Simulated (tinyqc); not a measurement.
p-n diode with diffusion and depletion-layer recombination: two steps of the calculation.

Abrupt junction in the depletion approximation, low injection, full ionisation, neutral widths fixed, ohmic contact on the p side. Vj is the junction voltage; where a series resistance Rs is given, V = Vj + J Rs is the terminal voltage.

Parameters, values chosen for the exercise; band and dielectric values close to those of gallium nitride: temperature T = 293 K; band gap Eg = 3.4 eV; conduction-band density of states at T Nc = 2.22e18 cm^-3; valence-band density of states at T Nv = 4.53e19 cm^-3; acceptor density Na = 1.4e17 cm^-3; donor density Nd = 4.2e16 cm^-3; electron mobility in the p side mun = 390 cm^2/(V s); hole mobility in the n side mup = 19 cm^2/(V s); electron lifetime tn = 2e-8 s; hole lifetime tp = 1e-7 s; neutral width of the p side wp = 13 um; neutral width of the n side wn = 6.4 um; recombination velocity at the n contact Sp = 1e7 cm/s; series resistance Rs = 0.00046 ohm cm^2; terminal voltage V = 3.05 V.

Constants: q = 1.602176634e-19 C, kB = 1.380649e-23 J/K, Vt = kB T/q. Results are converted to the units shown.

Problem 1. Diffusion lengths and saturation currents. ni = sqrt(Nc Nv) exp(-Eg/(2 Vt)), Eg in volts; D = mu Vt; Ln = sqrt(Dn tn), Lp = sqrt(Dp tp); J0n = q ni^2 Dn coth(wp/Ln)/(Ln Na); J0p = (q ni^2 Dp/(Lp Nd)) (s + tanh(wn/Lp))/(1 + s tanh(wn/Lp)), s = Sp Lp/Dp.

Wanted: ni; Ln; Lp; J0n; J0p.

Solution 1.

ni = 5.7569e-11 cm^-3
Ln = 4.4378 um
Lp = 2.1903 um
J0n = 8.4641e-53 A/cm^2
J0p = 2.7852e-53 A/cm^2

wp/Ln = 2.9 and wn/Lp = 2.9; electrons carry 75.2 % of the diffusion current.

Problem 2. New Vj. Diffusion current alone: J = J0 (exp(Vj/Vt) - 1), g = Vj + J Rs - V, g' = 1 + Rs J0 exp(Vj/Vt)/Vt, Vj(new) = Vj - g/g'.

Vj at the start = 3.05 V
J0 = J0n + J0p = 1.1249348e-52 A/cm^2

Find: J; g; g'; Vj after iteration 1.

Solution 2.

J = 3.2582 A/cm^2
g = 0.0014988 V
g' = 1.0594
Vj after iteration 1 = 3.0486 V

tinyqc, about 0.01 s, one thread, Intel Xeon 2.30GHz (shared host): `OMP_NUM_THREADS=1 python tinyqc.py 2260121 2260122 out.jsonl`
